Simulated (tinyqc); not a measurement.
## Gate work function from the charge

Question. For an undoped double gate, Q = 8 eps0 eps_r Vt beta tan(beta)/ts with 0 < beta < pi/2, and at the source (Vg - dphi)/(2 Vt) - ln[(2/ts) sqrt(2 eps0 eps_r Vt/(q ni))] = ln(beta) - ln(cos beta) + 2 r beta tan(beta), r = eps_r tox/(eox ts). Find beta and dphi.

Values chosen for this exercise; material values close to those of silicon:

| symbol | value | unit | meaning |
|---|---|---|---|
| T | 350 | K | temperature |
| eps_r | 11.7 |  | relative permittivity of the semiconductor |
| eox | 22.6 |  | relative permittivity of the gate insulator |
| tox | 13 | nm | insulator thickness |
| ts | 12 | nm | body thickness |
| Vg | 0.93 | V | gate voltage |

Constants: q = 1.602176634e-19 C, kB = 1.380649e-23 J/K, Vt = kB T/q, eps0 = 8.8541878128e-14 F/cm where lengths are in cm. Results are converted to the units shown.

Qs = 1463.9420 nC/cm^2
ni = 2.9707593e11 cm^-3

Answer. beta tan(beta) rises from 0 without bound on the interval, so the charge fixes beta; the second relation is then explicit in dphi. At this charge the surface density passes 0.3 Nc, so the classical Boltzmann model is only formal.

beta = 1.38
dphi = -0.120 V

Computed by the program tinyqc: `OMP_NUM_THREADS=1 python tinyqc.py 2440142 2440143 out.jsonl`, one thread of a shared Intel Xeon 2.30GHz, about 0.02 s for the whole run.
